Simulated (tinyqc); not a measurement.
Comparisons within one model: Weaire-Thorpe hybrids on a Bethe lattice: gap and dangling bond of an amorphous tetrahedral solid. A value that a table varies takes the place of the one given here.

Four sp3 hybrids an atom at energy 0, coupled by -V1 on the atom and by -V2 along a bond; the bonds form a tree (no rings). For any network the gap runs at least from -V2 + V1 to V2 - 3 V1, and p-like states pile up at -V2 + V1 and V2 + V1. On the tree the gap is wider: it ends at Ec = -V1 + sqrt(V2^2 + 4 V1^2 - 2 sqrt3 V1 V2), which makes it well wider than the gaps of the real glasses. A branch seen from a hybrid has the self-energy S = V2^2 g, where g is the Green function of the hybrid across the bond, whose three partners carry S themselves. With a = z - V1, b = a - S: g = 1/(a + V1 b/(b + 3 V1)), z = E + i eta. A full atom has G = (1/b)(b + 3 V1)/(b + 4 V1) per hybrid; a dangling hybrid with shift dh has G = 1/(1/g - dh).

Inputs chosen for the exercise (of the size of tabulated hybrid energies for amorphous germanium; shifted at random, so the results belong to these values and not to a real crystal):

| symbol | value | unit | meaning |
|---|---|---|---|
| V1 | 1.91 | eV | coupling of two hybrids on one atom |
| V2 | 4.12 | eV | coupling of the two hybrids of a bond |
| eta | 0.03 | eV | broadening |
| dh | -1.27 | eV | shift of the dangling hybrid (rehybridisation) |
| VH | 5.32 | eV | coupling to a hydrogen atom |
| eH | -3.92 | eV | hydrogen level |
| E1s | -3.4 | eV | first energy |
| dE | 0.4 | eV | step |

## Bulk, dangling and hydrogenated hybrids across the gap

edges (eV): Ev -2.21000, Ec(bound) -1.61000, Ec(tree) 0.16535

Thirteen energies E1s + j dE. With hydrogen the hybrid gains the self-energy VH^2/(z - eH) and dh = 0.

Density per hybrid (1/eV):

| E (eV) | bulk | dangling | with hydrogen |
|---|---|---|---|
| -3.40 | 0.0021 | 0.0012 | 0.0003 |
| -3.00 | 0.0042 | 0.0013 | 0.0003 |
| -2.60 | 0.0159 | 0.0016 | 0.0003 |
| -2.20 | 2.3876 | 0.0024 | 0.0003 |
| -1.80 | 0.0144 | 0.0040 | 0.0003 |
| -1.40 | 0.0039 | 0.0088 | 0.0003 |
| -1.00 | 0.0020 | 0.0352 | 0.0004 |
| -0.60 | 0.0013 | 5.3611 | 0.0004 |
| -0.20 | 0.0013 | 0.0328 | 0.0006 |
| 0.20 | 0.0078 | 0.0302 | 0.0036 |
| 0.60 | 0.0232 | 0.0592 | 0.0130 |
| 1.00 | 0.0293 | 0.0607 | 0.0205 |
| 1.40 | 0.0332 | 0.0583 | 0.0286 |

Between Ev = -2.21 and Ec = 0.17 eV the bulk density is a broadening tail (least 0.0013). The dangling hybrid reaches 5.361 at -0.60 eV among these rows; its level lies at -0.610 eV, and the peak there, of width eta, is far higher unless a row falls on it. With hydrogen the largest value on the rows inside the gap, more than 0.05 eV from an edge, is 0.0006, and 1/g = VH^2/(E - eH) has no root in the gap: the state has gone into a bonding level below and an antibonding one above.

## Level against rehybridisation

Root of 1/g(E) = dh for eta = 0 in the gap of the tree, between Ev = -V2 + V1 and Ec; a dash: none. A flatter atom makes the hybrid more p-like (dh > 0, up to V1), a more pyramidal one more s-like (dh < 0).

Level:

| dh (eV) | E (eV) | above Ev (eV) | weight |
|---|---|---|---|
| -3.0 | -1.6092 | 0.6008 | 0.567 |
| -2.5 | -1.3217 | 0.8883 | 0.582 |
| -2.0 | -1.0296 | 1.1804 | 0.585 |
| -1.5 | -0.7398 | 1.4702 | 0.571 |
| -1.0 | -0.4617 | 1.7483 | 0.536 |
| -0.5 | -0.2086 | 2.0014 | 0.470 |
| 0.0 | 0.0000 | 2.2100 | 0.355 |
| 0.5 | 0.1351 | 2.3451 | 0.172 |
| 1.0 | - | - | - |

A level exists for 8 of the 9 rows, from dh = -3 (0.601 eV above Ev) to 0.5 (2.345 eV); the gap of the tree is 2.375 eV. Its slope dE/d(dh) is the weight, largest at dh = -2 (0.58). A level that rises as the atom flattens is why an emptied dangling bond relaxes flat and a doubly filled one pyramidal.

## Stretching the bonds

V2 is scaled as (d0/d)^2 and V1 stays. Bound 2 V2 - 4 V1; tree V2 - 2 V1 + sqrt(V2^2 + 4 V1^2 - 2 sqrt3 V1 V2); a negative bound means that a network with rings may have no gap.

Against d/d0:

| d/d0 | V2 (eV) | V2/V1 | bound (eV) | tree (eV) |
|---|---|---|---|---|
| 0.96 | 4.470 | 2.341 | 1.301 | 2.886 |
| 0.98 | 4.290 | 2.246 | 0.940 | 2.617 |
| 1.00 | 4.120 | 2.157 | 0.600 | 2.375 |
| 1.02 | 3.960 | 2.073 | 0.280 | 2.158 |
| 1.04 | 3.809 | 1.994 | -0.022 | 1.964 |
| 1.07 | 3.599 | 1.884 | -0.443 | 1.711 |
| 1.10 | 3.405 | 1.783 | -0.830 | 1.497 |
| 1.15 | 3.115 | 1.631 | -1.409 | 1.215 |

The bound falls by 165 meV for each per cent of stretch near d0 and vanishes at d/d0 = 1.039, inside the table. Weak, stretched bonds therefore put states closest to the edges, one origin of band tails.

## What each parameter does

Ev = -V2 + V1, conduction edge of the tree -V1 + sqrt(V2^2 + 4 V1^2 - 2 sqrt3 V1 V2), and the level that solves 1/g(E) = dh for eta = 0. Each row changes one parameter from the base and keeps the others.

Results:

| case | Ev (eV) | Ec (eV) | level (eV) | weight |
|---|---|---|---|---|
| base | -2.2100 | 0.1654 | -0.6097 | 0.559 |
| V1 = 1.83 eV | -2.2900 | 0.2321 | -0.6563 | 0.584 |
| V2 = 4.27 eV | -2.3600 | 0.2285 | -0.6457 | 0.577 |
| dh = -1.37 eV | -2.2100 | 0.1654 | -0.6659 | 0.565 |

The largest shifts from the base row, up to three for each result and ties (the steps differ in size, so this ranks the rows, not the parameters). Ev (eV): V2 -0.1500, V1 -0.0800; unchanged at the printed digits by dh. Ec (eV): V1 +0.0667, V2 +0.0631; unchanged at the printed digits by dh. level (eV): dh -0.0562, V1 -0.0465, V2 -0.0360. weight: V1 +0.025, V2 +0.018, dh +0.006.

Computed by tinyqc, a small Python program: `OMP_NUM_THREADS=1 python tinyqc.py 1480304 1480305 out.jsonl` (the numbers bound the seed that draws the inputs); one thread of a shared host (Intel(R) Xeon(R) Processor @ 2.30GHz), about 0.03 s for the whole set of steps.
